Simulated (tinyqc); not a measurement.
From results back to parameters: phonon-assisted absorption at an indirect gap. Four cases, with inputs chosen for the exercise.

Problem. A slab transmits Tr = (1 - R)^2 x/(1 - R^2 x^2) with x = exp(-alpha d) and R = ((nr - 1)/(nr + 1))^2.

Case 1.

Values chosen (out of a larger set: loosely those of Si at room temperature; Eg is not tied to T; not measured data): nr = 3.65 (refractive index); d = 42 micrometre (thickness).

Tr = 0.00157400

Case 2.

Values chosen (out of a larger set: loosely those of Si at room temperature; Eg is not tied to T; not measured data): nr = 3.53 (refractive index); d = 52 micrometre (thickness).

Tr = 0.273252

Case 3.

Values chosen (out of a larger set: loosely those of SiGe at room temperature; Eg is not tied to T; not measured data): nr = 3.75 (refractive index); d = 82 micrometre (thickness).

Tr = 0.353601

Case 4.

Values chosen (out of a larger set: loosely those of Si at room temperature; Eg is not tied to T; not measured data): nr = 3.6 (refractive index); d = 26 micrometre (thickness).

Tr = 0.515415

Find: x; alpha.

Solution. Tr R^2 x^2 + (1 - R)^2 x - Tr = 0; take the positive root, then alpha = -ln(x)/d.

Case 1.

x = 0.003452
alpha = 1.35e+03 1/cm

Case 2.

x = 0.5596
alpha = 112 1/cm

Case 3.

x = 0.7495
alpha = 35.2 1/cm

Case 4.

x = 0.9995
alpha = 0.210 1/cm

Computed by tinyqc, one run a case: `OMP_NUM_THREADS=1 python tinyqc.py N N+1 out.jsonl` with N = 1650452, 1650454, 1650465, 1650482; one thread of a shared Intel(R) Xeon(R) Processor @ 2.30GHz, about 0.01 s a run at most.
